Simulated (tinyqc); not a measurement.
What each parameter does: band edges of strained Si(1-x)Ge(x) on relaxed Si(1-y)Ge(y).

Values are linear in the Ge fraction but for ED(x) = linear - CD x (1 - x) and a(x) = linear - Ca x (1 - x). Energies are on the common scale of Ev.

Coherent growth on a (110) face: e_par = (a(y) - a(x))/a(x), e_perp = -(C11 + 3 C12 - 2 C44)/(C11 + C12 + 2 C44) e_par; exx = eyy = (e_par + e_perp)/2, ezz = e_par, exy = (e_perp - e_par)/2, eyz = ezx = 0.

A valley with unit axis u lies at Ev + gap + (av + a_valley) tr(e) + Xu (u.e.u - tr(e)/3); the Delta axes are x, y, z and the L axes [111], [1-1-1], [-11-1], [-1-11]. The second-order shift of the Delta valleys under shear is left out; it lowers the pair normal to the sheared plane by tens of meV at a shear of 1 %.

Valence edges: Ev plus the levels of the 6 x 6 matrix of X, Y, Z times spin with -Dso/3 + l exx + m (eyy + ezz) on the diagonal (cyclic), n exy off it, l = av + 2 b, m = av - b, n = sqrt(3) d. Spin-orbit term (Dso/3) L.sigma on X, Y, Z with (L_k)_ij = -i epsilon_kij: <X+|H|Y+> = -i Dso/3, <X+|H|Z-> = Dso/3, <Y+|H|Z-> = -i Dso/3, <Z+|H|X-> = -Dso/3, <Z+|H|Y-> = i Dso/3, <X-|H|Y-> = i Dso/3, and their conjugates; + and - are the spin along z.

Parameters, chosen for this exercise (end members near Si and Ge, in this order; the results hold for these values, not for the real material):
- a = (5.429, 5.663) angstrom (lattice constant)
- Dso = (0.044, 0.292) eV (spin-orbit splitting)
- av = (2.49, 1.24) eV (valence hydrostatic potential)
- b = (-2.07, -2.57) eV (tetragonal shear potential)
- d = (-4.86, -5.35) eV (trigonal shear potential)
- C11 = (164.9, 128.1) GPa
- C12 = (63.2, 48.9) GPa
- C44 = (80, 66.1) GPa
- Ev = (0, 0.63) eV (top of the unstrained valence band)
- ED = (1.173, 0.935) eV (gap to the Delta valleys)
- EL = (2.001, 0.737) eV (gap to the L valleys)
- aD = (1.74, 1.23) eV (hydrostatic potential of the Delta gap)
- aL = (-3.4, -2.61) eV (hydrostatic potential of the L gap)
- XuD = (9.15, 9.56) eV (uniaxial potential, Delta)
- XuL = (16.02, 14.72) eV (uniaxial potential, L)
- CD = 0.178 eV (bowing of the Delta gap)
- Ca = 0.026 angstrom (bowing of the lattice constant)
- face = 110 (growth face)
- x = 1 (Ge fraction of the layer)
- y = 0.57 (Ge fraction of the relaxed buffer)

dEc = Ec(buffer) - Ec(layer), dEv = Ev(layer) - Ev(buffer); buffer edges Ev(y) and Ev(y) + min(ED, EL).

Results for these values:
```
case  gap (eV)  valence splitting (meV)  dEc (eV)  dEv (eV)
base    0.5949                    113.9    0.0814    0.3174
```

What happens to each result for aL = (-3.91, -3.001) eV, all else kept?

Answer: gap rises from 0.5949 to 0.6063; valence splitting does not change at the printed digits; dEc falls from 0.0814 to 0.0701; dEv does not change at the printed digits.

The same for each parameter in turn:
```
case                       gap (eV)  valence splitting (meV)  dEc (eV)  dEv (eV)
base                         0.5949                    113.9    0.0814    0.3174
x = 0.97                     0.6433                    107.7    0.0565    0.2940
y = 0.6                      0.6044                    109.2    0.0877    0.2953
CD = 0.228 eV                0.5949                    113.9    0.0692    0.3174
aL = (-3.91, -3.001) eV      0.6063                    113.9    0.0701    0.3174
av = (2.864, 1.426) eV       0.5949                    113.9    0.0868    0.3120
XuL = (18.423, 16.928) eV    0.5746                    113.9    0.1018    0.3174
C12 = (72.68, 56.235) GPa    0.5832                    116.5    0.0884    0.3221
XuD = (10.522, 10.994) eV    0.5949                    113.9    0.0814    0.3174
```

The lowest valleys of the layer are L2, so among the conduction-band potentials only those of that family reach the gap and dEc; the buffer is unstrained. A shift large enough to swap the lowest family would change that.

Program tinyqc; command `OMP_NUM_THREADS=1 python tinyqc.py 1080922 1080923 out.jsonl`; about 0.02 s on one thread of a shared Intel(R) Xeon(R) Processor @ 2.30GHz.
